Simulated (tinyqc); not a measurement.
# Inputs raised by 10 %, one at a time

Model: two-dimensional dopant profile at a mask edge: lateral junction, overlap and effective channel length. Computed by tinyqc, a small Python program. Command: `OMP_NUM_THREADS=1 python tinyqc.py 3008769 3008770 out.jsonl lateral sens`. One thread of a shared host (Intel(R) Xeon(R) Processor @ 2.30GHz), about 0.01 s of CPU time with the checks.

Ions enter for y < 0; the mask (spacer, then gate) covers y > 0. x is the depth. The surface reflects dopant during the anneal.

Inputs (values chosen for the exercise, modelled on a source-drain extension in silicon):

| quantity | value | unit |
|---|---|---|
| dose Q | 8.5e+14 | 1/cm^2 |
| projected range R_p | 3.1 | nm |
| vertical straggle | 1.4 | nm |
| lateral straggle | 0.92 | nm |
| anneal budget D t | 1.1e-15 | cm^2 |
| channel doping C_B | 3.6e+18 | 1/cm^3 |
| gate length L_g | 39 | nm |
| offset spacer | 0.39 | nm |
| oxide thickness | 2.2 | nm |

Constants: eps_0 = 8.8541878128e-12 F/m.

Method:
- Widths s_x^2 = (vertical straggle)^2 + 2 D t, s_y^2 = (lateral straggle)^2 + 2 D t. C(x, y) = V(x) (1/2) erfc(y/(sqrt2 s_y)), V(x) = Q/(sqrt(2 pi) s_x) [exp(-(x - R_p)^2/(2 s_x^2)) + exp(-(x + R_p)^2/(2 s_x^2))]; 1 nm = 1e-7 cm.
- The vertical junction far from the mask solves V(x) = C_B.
- The lateral junction at depth x solves C = C_B: y_j(x) = sqrt2 s_y erfc^-1(2 C_B/V(x)). Overlap under the gate = y_j(0) - spacer; metallurgical channel L_met = L_g - 2 overlap (tails from the two sides are not added).
- Abruptness at y_j(0) in nm per decade = ln(10) s_y sqrt(pi/2) exp(u^2) erfc(u), u = y_j/(sqrt2 s_y). Overlap capacitance per width = 3.9 eps_0 overlap/t_ox (zero if there is no overlap).

Runs:

| input moved | from | to | lateral junction y_j(0) (nm) | vertical junction x_j (nm) | metallurgical channel L_met (nm) | lateral abruptness (nm/decade) |
|---|---|---|---|---|---|---|
| base run | - | - | 2.532 | 8.406 | 34.72 | 0.8556 |
| dose Q (1/cm^2) | 8.5e+14 | 9.35e+14 | 2.567 | 8.445 | 34.65 | 0.8462 |
| projected range R_p (nm) | 3.1 | 3.41 | 2.355 | 8.716 | 35.07 | 0.9062 |
| vertical straggle (nm) | 1.4 | 1.54 | 2.629 | 8.847 | 34.52 | 0.8302 |
| lateral straggle (nm) | 0.92 | 1.012 | 2.735 | 8.406 | 34.31 | 0.9242 |
| anneal budget D t (cm^2) | 1.1e-15 | 1.21e-15 | 2.564 | 8.431 | 34.65 | 0.8627 |
| channel doping C_B (1/cm^3) | 3.6e+18 | 3.96e+18 | 2.497 | 8.367 | 34.79 | 0.8654 |
| offset spacer (nm) | 0.39 | 0.429 | 2.532 | 8.406 | 34.79 | 0.8556 |

Exponents ln(y'/y) / ln(x'/x):

| input | lateral junction y_j(0) | vertical junction x_j | metallurgical channel L_met | lateral abruptness |
|---|---|---|---|---|
| dose Q | 0.145 | 0.049 | -0.021 | -0.116 |
| projected range R_p | -0.760 | 0.380 | 0.106 | 0.602 |
| vertical straggle | 0.392 | 0.536 | -0.058 | -0.316 |
| lateral straggle | 0.809 | 0.000 | -0.123 | 0.809 |
| anneal budget D t | 0.133 | 0.031 | -0.020 | 0.086 |
| channel doping C_B | -0.149 | -0.049 | 0.022 | 0.119 |
| offset spacer | 0.000 | 0.000 | 0.024 | 0.000 |

Among the inputs moved here: lateral junction y_j(0) answers most in size to lateral straggle (exponent +0.809), next to projected range R_p (-0.760); its exponent is below 0.0005 for offset spacer. Vertical junction x_j answers most in size to vertical straggle (exponent +0.536), next to projected range R_p (+0.380); its exponent is below 0.0005 for lateral straggle, offset spacer. Its exponent 0.000 in lateral straggle: the far field does not see the edge. Metallurgical channel L_met answers most in size to lateral straggle (exponent -0.123), next to projected range R_p (+0.106). Lateral abruptness answers most in size to lateral straggle (exponent +0.809), next to projected range R_p (+0.602); its exponent is below 0.0005 for offset spacer.

Caution (all rows): the peak exceeds usual solubilities, so part of the dose is inactive and diffusion is concentration dependent. Caution (all rows): the profile peaks below the surface, where the junction reaches further under the gate than y_j(0); the overlap given is the one at the surface.

Extremes, crossings and ranges named in words are read from the listed rows.
